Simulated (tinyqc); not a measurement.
Worked calculation: CIS on RHF in the 6-311g basis, for H2, spin multiplicity 1. Computed by tinyqc, a small Python program that keeps every step (integrals from PySCF). Settings: charge = 0, multiplicity = 1, basis = 6-311g, method = RHF, energy threshold = 1e-10, iteration cap = 78, orthogonalisation = symmetric, start = Wolfsberg-Helmholz matrix, DIIS depth = 6. Command: `OMP_NUM_THREADS=1 python tinyqc.py 21791 21792 out.jsonl` (the two numbers bound the seeds that draw the settings). One thread of a shared host (Intel(R) Xeon(R) Processor @ 2.60GHz), about 0.05 s of CPU time with the checks. The early iterations of the SCF are left out here.

## One-electron integrals

Geometry (angstrom):

| atom | x | y | z |
|---|---|---|---|
| H | 0.000000 | 0.000000 | 0.000000 |
| H | 0.000000 | 0.000000 | 0.635000 |

Basis 6-311g: exponents (1/bohr^2) and contraction coefficients of normalised primitives:

| element | l (shell) | exponent | coefficient |
|---|---|---|---|
| H | s (1) | 33.865000 | 0.025494 |
| H | s (1) | 5.094790 | 0.190373 |
| H | s (1) | 1.158790 | 0.852161 |
| H | s (2) | 0.325840 | 1.000000 |
| H | s (3) | 0.102741 | 1.000000 |

Overlap, kinetic and nuclear-attraction integrals over the contracted functions; the nuclear repulsion is the sum of Za Zb / Rab.

nuclear repulsion = 0.83334994 hartree

overlap S:
```
          1H 1s     1H 2s     1H 3s     2H 1s     2H 2s     2H 3s
1H 1s  1.000000  0.706377  0.373664  0.375158  0.486510  0.325954
1H 2s  0.706377  1.000000  0.788963  0.486510  0.790891  0.705032
1H 3s  0.373664  0.788963  1.000000  0.325954  0.705032  0.928699
2H 1s  0.375158  0.486510  0.325954  1.000000  0.706377  0.373664
2H 2s  0.486510  0.790891  0.705032  0.706377  1.000000  0.788963
2H 3s  0.325954  0.705032  0.928699  0.373664  0.788963  1.000000
```

kinetic energy T (hartree):
```
          1H 1s     1H 2s     1H 3s     2H 1s     2H 2s     2H 3s
1H 1s  2.304348  0.549119  0.106346  0.247290  0.283586  0.084313
1H 2s  0.549119  0.488760  0.184881  0.283586  0.326100  0.152825
1H 3s  0.106346  0.184881  0.154112  0.084313  0.152825  0.136065
2H 1s  0.247290  0.283586  0.084313  2.304348  0.549119  0.106346
2H 2s  0.283586  0.326100  0.152825  0.549119  0.488760  0.184881
2H 3s  0.084313  0.152825  0.136065  0.106346  0.184881  0.154112
```

nuclear attraction V (hartree):
```
           1H 1s      1H 2s      1H 3s      2H 1s      2H 2s      2H 3s
1H 1s  -2.938523  -1.628702  -0.810110  -1.065641  -1.166200  -0.719777
1H 2s  -1.628702  -1.601998  -1.065023  -1.166200  -1.335684  -0.979705
1H 3s  -0.810110  -1.065023  -0.976724  -0.719777  -0.979705  -0.927137
2H 1s  -1.065641  -1.166200  -0.719777  -2.938523  -1.628702  -0.810110
2H 2s  -1.166200  -1.335684  -0.979705  -1.628702  -1.601998  -1.065023
2H 3s  -0.719777  -0.979705  -0.927137  -0.810110  -1.065023  -0.976724
```

core Hamiltonian H = T + V (hartree):
```
           1H 1s      1H 2s      1H 3s      2H 1s      2H 2s      2H 3s
1H 1s  -0.634175  -1.079583  -0.703764  -0.818351  -0.882614  -0.635464
1H 2s  -1.079583  -1.113238  -0.880141  -0.882614  -1.009584  -0.826880
1H 3s  -0.703764  -0.880141  -0.822612  -0.635464  -0.826880  -0.791071
2H 1s  -0.818351  -0.882614  -0.635464  -0.634175  -1.079583  -0.703764
2H 2s  -0.882614  -1.009584  -0.826880  -1.079583  -1.113238  -0.880141
2H 3s  -0.635464  -0.826880  -0.791071  -0.703764  -0.880141  -0.822612
```

## Two-electron integrals

Functions are numbered as in S; the eight-fold symmetry (ij|kl) = (ji|kl) = (kl|ij) leaves the list below.

Two-electron integrals (ij|kl) in chemists' order, unique and non-zero (hartree):
```
(11|11) 1.393035   (21|11) 0.822971   (21|21) 0.509703   (22|11) 0.822904
(22|21) 0.543028   (22|22) 0.644106   (31|11) 0.411256   (31|21) 0.257757
(31|22) 0.279868   (31|31) 0.130794   (32|11) 0.543681   (32|21) 0.365771
(32|22) 0.452669   (32|31) 0.189803   (32|32) 0.325140   (33|11) 0.494021
(33|21) 0.340115   (33|22) 0.445993   (33|31) 0.178035   (33|32) 0.331779
(33|33) 0.361682   (41|11) 0.426117   (41|21) 0.266295   (41|22) 0.286594
(41|31) 0.134946   (41|32) 0.193491   (41|33) 0.180320   (41|41) 0.177968
(42|11) 0.420463   (42|21) 0.277540   (42|22) 0.326605   (42|31) 0.142932
(42|32) 0.227962   (42|33) 0.221805   (42|41) 0.195827   (42|42) 0.240289
(43|11) 0.254200   (43|21) 0.170169   (43|22) 0.206147   (43|31) 0.088063
(43|32) 0.145821   (43|33) 0.144650   (43|41) 0.120804   (43|42) 0.153506
(43|43) 0.099455   (44|11) 0.795019   (44|21) 0.537216   (44|22) 0.653075
(44|31) 0.278468   (44|32) 0.460115   (44|33) 0.452081   (44|41) 0.426117
(44|42) 0.553822   (44|43) 0.357713   (44|44) 1.393035   (51|11) 0.553822
(51|21) 0.344733   (51|22) 0.370160   (51|31) 0.174580   (51|32) 0.250018
(51|33) 0.233289   (51|41) 0.195827   (51|42) 0.209310   (51|43) 0.128942
(51|44) 0.420463   (51|51) 0.240289   (52|11) 0.611435   (52|21) 0.406616
(52|22) 0.490181   (52|31) 0.210122   (52|32) 0.347208   (52|33) 0.346229
(52|41) 0.240629   (52|42) 0.289578   (52|43) 0.185867   (52|44) 0.611435
(52|51) 0.289578   (52|52) 0.402893   (53|11) 0.439857   (53|21) 0.298556
(53|22) 0.377279   (53|31) 0.155429   (53|32) 0.274163   (53|33) 0.285445
(53|41) 0.178359   (53|42) 0.224849   (53|43) 0.147310   (53|44) 0.480882
(53|51) 0.214043   (53|52) 0.317257   (53|53) 0.259642   (54|11) 0.537216
(54|21) 0.361900   (54|22) 0.442625   (54|31) 0.187629   (54|32) 0.314058
(54|33) 0.312577   (54|41) 0.266295   (54|42) 0.344733   (54|43) 0.224328
(54|44) 0.822971   (54|51) 0.277540   (54|52) 0.406616   (54|53) 0.323829
(54|54) 0.509703   (55|11) 0.653075   (55|21) 0.442625   (55|22) 0.556099
(55|31) 0.230264   (55|32) 0.402250   (55|33) 0.414691   (55|41) 0.286594
(55|42) 0.370160   (55|43) 0.243801   (55|44) 0.822904   (55|51) 0.326605
(55|52) 0.490181   (55|53) 0.401647   (55|54) 0.543028   (55|55) 0.644106
(61|11) 0.357713   (61|21) 0.224328   (61|22) 0.243801   (61|31) 0.113851
(61|32) 0.165401   (61|33) 0.155217   (61|41) 0.120804   (61|42) 0.128942
(61|43) 0.079557   (61|44) 0.254200   (61|51) 0.153506   (61|52) 0.185867
(61|53) 0.137747   (61|54) 0.170169   (61|55) 0.206147   (61|61) 0.099455
(62|11) 0.480882   (62|21) 0.323829   (62|22) 0.401647   (62|31) 0.168096
(62|32) 0.288843   (62|33) 0.295352   (62|41) 0.178359   (62|42) 0.214043
(62|43) 0.137747   (62|44) 0.439857   (62|51) 0.224849   (62|52) 0.317257
(62|53) 0.252583   (62|54) 0.298556   (62|55) 0.377279   (62|61) 0.147310
(62|62) 0.259642   (63|11) 0.448454   (63|21) 0.309093   (63|22) 0.406558
(63|31) 0.161868   (63|32) 0.303064   (63|33) 0.331798   (63|41) 0.171271
(63|42) 0.215789   (63|43) 0.142030   (63|44) 0.448454   (63|51) 0.215789
(63|52) 0.327581   (63|53) 0.274106   (63|54) 0.309093   (63|55) 0.406558
(63|61) 0.142030   (63|62) 0.274106   (63|63) 0.311944   (64|11) 0.278468
(64|21) 0.187629   (64|22) 0.230264   (64|31) 0.097311   (64|32) 0.163839
(64|33) 0.163896   (64|41) 0.134946   (64|42) 0.174580   (64|43) 0.113851
(64|44) 0.411256   (64|51) 0.142932   (64|52) 0.210122   (64|53) 0.168096
(64|54) 0.257757   (64|55) 0.279868   (64|61) 0.088063   (64|62) 0.155429
(64|63) 0.161868   (64|64) 0.130794   (65|11) 0.460115   (65|21) 0.314058
(65|22) 0.402250   (65|31) 0.163839   (65|32) 0.294579   (65|33) 0.310927
(65|41) 0.193491   (65|42) 0.250018   (65|43) 0.165401   (65|44) 0.543681
(65|51) 0.227962   (65|52) 0.347208   (65|53) 0.288843   (65|54) 0.365771
(65|55) 0.452669   (65|61) 0.145821   (65|62) 0.274163   (65|63) 0.303064
(65|64) 0.189803   (65|65) 0.325140   (66|11) 0.452081   (66|21) 0.312577
(66|22) 0.414691   (66|31) 0.163896   (66|32) 0.310927   (66|33) 0.344611
(66|41) 0.180320   (66|42) 0.233289   (66|43) 0.155217   (66|44) 0.494021
(66|51) 0.221805   (66|52) 0.346229   (66|53) 0.295352   (66|54) 0.340115
(66|55) 0.445993   (66|61) 0.144650   (66|62) 0.285445   (66|63) 0.331798
(66|64) 0.178035   (66|65) 0.331779   (66|66) 0.361682
```

## Orthogonalisation

S = U s U^T; symmetric (Loewdin) form X = U s^(-1/2) U^T, so that X^T S X = 1.

eigenvalues of S: 0.024902  0.150232  0.151701  0.728649  0.913335  4.031180

X:
```
           1H 1s      1H 2s      1H 3s      2H 1s      2H 2s      2H 3s
1H 1s   1.385099  -0.745410   0.218157  -0.095871   0.027053  -0.041451
1H 2s  -0.745410   2.555280  -1.241539   0.027053  -0.865127   0.508417
1H 3s   0.218157  -1.241539   3.159783  -0.041451   0.508417  -2.014743
2H 1s  -0.095871   0.027053  -0.041451   1.385099  -0.745410   0.218157
2H 2s   0.027053  -0.865127   0.508417  -0.745410   2.555280  -1.241539
2H 3s  -0.041451   0.508417  -2.014743   0.218157  -1.241539   3.159783
```

## Starting guess

The start is the generalised Wolfsberg-Helmholz matrix (K = 1.75) built on H; D = 2 C_occ C_occ^T.

D at the start:
```
           1H 1s      1H 2s      1H 3s      2H 1s      2H 2s      2H 3s
1H 1s   0.001012  -0.018912  -0.006206   0.001012  -0.018912  -0.006206
1H 2s  -0.018912   0.353264   0.115925  -0.018912   0.353264   0.115925
1H 3s  -0.006206   0.115925   0.038041  -0.006206   0.115925   0.038041
2H 1s   0.001012  -0.018912  -0.006206   0.001012  -0.018912  -0.006206
2H 2s  -0.018912   0.353264   0.115925  -0.018912   0.353264   0.115925
2H 3s  -0.006206   0.115925   0.038041  -0.006206   0.115925   0.038041
```

## Iteration 6 (converged): orbitals

converged F (hartree):
```
           1H 1s      1H 2s      1H 3s      2H 1s      2H 2s      2H 3s
1H 1s   0.492263  -0.516701  -0.503658  -0.582550  -0.585357  -0.487862
1H 2s  -0.516701  -0.411803  -0.399742  -0.585357  -0.510712  -0.416583
1H 3s  -0.503658  -0.399742  -0.250183  -0.487862  -0.416583  -0.263986
2H 1s  -0.582550  -0.585357  -0.487862   0.492263  -0.516701  -0.503658
2H 2s  -0.585357  -0.510712  -0.416583  -0.516701  -0.411803  -0.399742
2H 3s  -0.487862  -0.416583  -0.263986  -0.503658  -0.399742  -0.250183
```

Diagonalise F' = X^T F X, C = X C', fill 1 alpha and 1 beta electrons from the bottom; D = 2 C_occ C_occ^T. Each column has its largest component positive (the first on a tie).

F' = X^T F X (hartree):
```
           1          2          3          4          5          6
1   1.697958  -1.168557   0.015168  -0.543363  -0.141946  -0.161535
2  -1.168557   0.965086  -0.378380  -0.141946  -0.268569  -0.019546
3   0.015168  -0.378380   0.208581  -0.161535  -0.019546  -0.126528
4  -0.543363  -0.141946  -0.161535   1.697958  -1.168557   0.015168
5  -0.141946  -0.268569  -0.019546  -1.168557   0.965086  -0.378380
6  -0.161535  -0.019546  -0.126528   0.015168  -0.378380   0.208581
```

orbital energies (hartree): MO1 -0.630338, MO2 0.183694, MO3 0.297823, MO4 0.700437, MO5 2.265680, MO6 2.925953

coefficients C:
```
            MO1        MO2        MO3        MO4        MO5        MO6
1H 1s  0.208318   0.072190  -0.054297  -0.080353  -1.028757  -1.190385
1H 2s  0.285103  -0.097466  -0.665764  -2.004858   1.196050   1.910540
1H 3s  0.112511   2.709682   0.831229   2.436547  -0.486113  -1.293675
2H 1s  0.208318  -0.072190  -0.054297   0.080353  -1.028757   1.190385
2H 2s  0.285103   0.097466  -0.665764   2.004858   1.196050  -1.910540
2H 3s  0.112511  -2.709682   0.831229  -2.436547  -0.486113   1.293675
```

D after iteration 6:
```
          1H 1s     1H 2s     1H 3s     2H 1s     2H 2s     2H 3s
1H 1s  0.086793  0.118784  0.046876  0.086793  0.118784  0.046876
1H 2s  0.118784  0.162567  0.064154  0.118784  0.162567  0.064154
1H 3s  0.046876  0.064154  0.025317  0.046876  0.064154  0.025317
2H 1s  0.086793  0.118784  0.046876  0.086793  0.118784  0.046876
2H 2s  0.118784  0.162567  0.064154  0.118784  0.162567  0.064154
2H 3s  0.046876  0.064154  0.025317  0.046876  0.064154  0.025317
```

## Convergence

Stop when the energy changes by less than 1e-10 hartree and every element of the error matrix X^T (F D S - S D F) X is below 3e-06.

Course of the cycle:

| iteration | E (hartree) | change | largest element of the error matrix |
|---|---|---|---|
| 1 | -0.85879125 | - | 4.19e-01 |
| 2 | -1.11606733 | -2.57e-01 | 5.12e-02 |
| 3 | -1.11974601 | -3.68e-03 | 1.17e-03 |
| 4 | -1.11975041 | -4.41e-06 | 1.70e-04 |
| 5 | -1.11975052 | -1.14e-07 | 1.39e-07 |
| 6 | -1.11975052 | -7.06e-14 | 5.78e-08 |

PySCF RHF in the same basis = -1.11975052 hartree

Converged in 6 iterations.

## Populations, bond orders and dipole

Mulliken: Z minus the diagonal of D S on the atom; Loewdin: the same with S^(1/2) D S^(1/2); Mayer order: 2 sum_s sum (D(s) S)_ij (D(s) S)_ji over the two atoms.

Charges (e):

| atom | Mulliken | Loewdin |
|---|---|---|
| 1H | 0 | 0 |
| 2H | 0 | 0 |

Mayer bond orders:

| pair | order |
|---|---|
| 2-1 | 1.000000 |

dipole moment about the origin, x y z (debye): 0.000000  0.000000  0.000000

## Integrals over molecular orbitals

(pq|rs) = sum C_ip C_jq C_kr C_ls (ij|kl), one index at a time.

one-electron integrals over orbitals h = C^T H C (hartree):
```
           1          2          3          4          5          6
1  -1.322763   0.000000   0.141142   0.000000   0.119567   0.000000
2   0.000000  -0.454851   0.000000   0.204504   0.000000   0.016516
3   0.141142   0.000000  -0.383606   0.000000  -0.189812   0.000000
4   0.000000   0.204504   0.000000  -0.238106   0.000000  -0.241697
5   0.119567   0.000000  -0.189812   0.000000   1.037778   0.000000
6   0.000000   0.016516   0.000000  -0.241697   0.000000   1.557372
```

Two-electron integrals over orbitals (pq|rs), unique and non-zero (hartree):
```
(11|11) 0.692425    (21|21) 0.035121    (22|11) 0.336833    (22|22) 0.291675
(31|11) -0.141142   (31|22) -0.019181   (31|31) 0.054362    (32|21) 0.024449
(32|32) 0.045043    (33|11) 0.367896    (33|22) 0.271089    (33|31) -0.033127
(33|33) 0.282246    (41|21) -0.054543   (41|32) -0.015486   (41|41) 0.104298
(42|11) -0.129524   (42|22) -0.038072   (42|31) 0.033034    (42|33) -0.042242
(42|42) 0.046726    (43|21) 0.020584    (43|32) 0.016603    (43|41) -0.033162
(43|43) 0.018827    (44|11) 0.521421    (44|22) 0.321118    (44|31) -0.079363
(44|33) 0.316718    (44|42) -0.099421   (44|44) 0.452520    (51|11) -0.119567
(51|22) -0.006163   (51|31) 0.058666    (51|33) -0.025513   (51|42) 0.019729
(51|44) -0.053480   (51|51) 0.105184    (52|21) 0.003535    (52|32) 0.000813
(52|41) -0.004037   (52|43) -0.004697   (52|52) 0.008384    (53|11) 0.124239
(53|22) 0.026937    (53|31) -0.041754   (53|33) 0.036315    (53|42) -0.030972
(53|44) 0.074277    (53|51) -0.051306   (53|53) 0.039667    (54|21) -0.008780
(54|32) -0.022734   (54|41) -0.002418   (54|43) 0.001422    (54|52) -0.011708
(54|54) 0.034055    (55|11) 0.666543    (55|22) 0.324747    (55|31) -0.136675
(55|33) 0.359554    (55|42) -0.118368   (55|44) 0.494488    (55|51) -0.141883
(55|53) 0.129420    (55|55) 0.675153    (61|21) -0.027841   (61|32) 0.009833
(61|41) 0.072827    (61|43) -0.029608   (61|52) 0.015948    (61|54) -0.044316
(61|61) 0.111334    (62|11) -0.022179   (62|22) 0.012182    (62|31) 0.017820
(62|33) 0.002102    (62|42) -0.000826   (62|44) -0.002593   (62|51) 0.030759
(62|53) -0.011209   (62|55) -0.028442   (62|62) 0.015757    (63|21) 0.025367
(63|32) 0.003892    (63|41) -0.051371   (63|43) 0.016900    (63|52) -0.002284
(63|54) 0.013737    (63|61) -0.053760   (63|63) 0.033145    (64|11) 0.157262
(64|22) 0.017528    (64|31) -0.061566   (64|33) 0.039793    (64|42) -0.036008
(64|44) 0.088821    (64|51) -0.081536   (64|53) 0.050484    (64|55) 0.163955
(64|62) -0.028589   (64|64) 0.087839    (65|21) 0.061675    (65|32) 0.015473
(65|41) -0.121856   (65|43) 0.046329    (65|52) -0.011952   (65|54) 0.037329
(65|61) -0.139358   (65|63) 0.081145    (65|65) 0.214491    (66|11) 0.739957
(66|22) 0.344711    (66|31) -0.167394   (66|33) 0.375797    (66|42) -0.141268
(66|44) 0.554502    (66|51) -0.196909   (66|53) 0.157922    (66|55) 0.756529
(66|62) -0.044300   (66|64) 0.217343    (66|66) 0.898530
```

## CIS matrix, singlets

A(ia,jb) = (e_a - e_i) d_ij d_ab + 2 (ia|jb) - (ij|ab).

CIS matrix A, singlet (hartree):
```
           1>2        1>3        1>4        1>5        1>6
1>2   0.547441   0.000000   0.020437   0.000000  -0.033504
1>3   0.000000   0.668989   0.000000  -0.006907   0.000000
1>4   0.020437   0.000000   1.017950   0.000000  -0.011608
1>5   0.000000  -0.006907   0.000000   2.439843   0.000000
1>6  -0.033504   0.000000  -0.011608   0.000000   3.039000
```

## CIS singlet states

dipole integrals <i|r|a> (bohr):
```
            x         y          z
1>2  0.000000  0.000000  -0.813278
1>3  0.000000  0.000000   0.000000
1>4  0.000000  0.000000   0.523529
1>5  0.000000  0.000000   0.000000
1>6  0.000000  0.000000   0.046846
```

Diagonalise A (1 hartree = 27.211386 eV); each vector has its largest component positive (the first on a tie). The transition dipole is mu = sqrt2 sum c_ia <i|r|a>.

singlet excitation energies (eV): 14.860649  18.203385  27.721640  66.392237  82.709563

lowest vectors:
```
       state 1   state 2   state 3    state 4    state 5
1>2   0.998990  0.000000  0.042863   0.000000  -0.013491
1>3   0.000000  0.999992  0.000000  -0.003900   0.000000
1>4  -0.042945  0.000000  0.999060   0.000000  -0.005878
1>5   0.000000  0.003900  0.000000   0.999992   0.000000
1>6   0.013226  0.000000  0.006451   0.000000   0.999892
```

oscillator strengths 2/3 w |mu|^2: 0.506864  0.000000  0.324116  0.000000  0.012142

## CIS matrix, triplets

A(ia,jb) = (e_a - e_i) d_ij d_ab - (ij|ab).

CIS matrix A, triplet (hartree):
```
          1>2        1>3        1>4        1>5        1>6
1>2  0.477199   0.000000   0.129524   0.000000   0.022179
1>3  0.000000   0.560265   0.000000  -0.124239   0.000000
1>4  0.129524   0.000000   0.809354   0.000000  -0.157262
1>5  0.000000  -0.124239   0.000000   2.229475   0.000000
1>6  0.022179   0.000000  -0.157262   0.000000   2.816333
```

## CIS triplet states

Diagonalise A (1 hartree = 27.211386 eV); each vector has its largest component positive (the first on a tie).

triplet excitation energies (eV): 11.712857  14.995346  22.961078  60.917347  76.971300

lowest vectors:
```
       state 1   state 2   state 3    state 4    state 5
1>2   0.941811  0.000000  0.336104   0.000000   0.005145
1>3   0.000000  0.997272  0.000000  -0.073820   0.000000
1>4  -0.334728  0.000000  0.939138   0.000000  -0.077316
1>5   0.000000  0.073820  0.000000   0.997272   0.000000
1>6  -0.030818  0.000000  0.071095   0.000000   0.996993
```
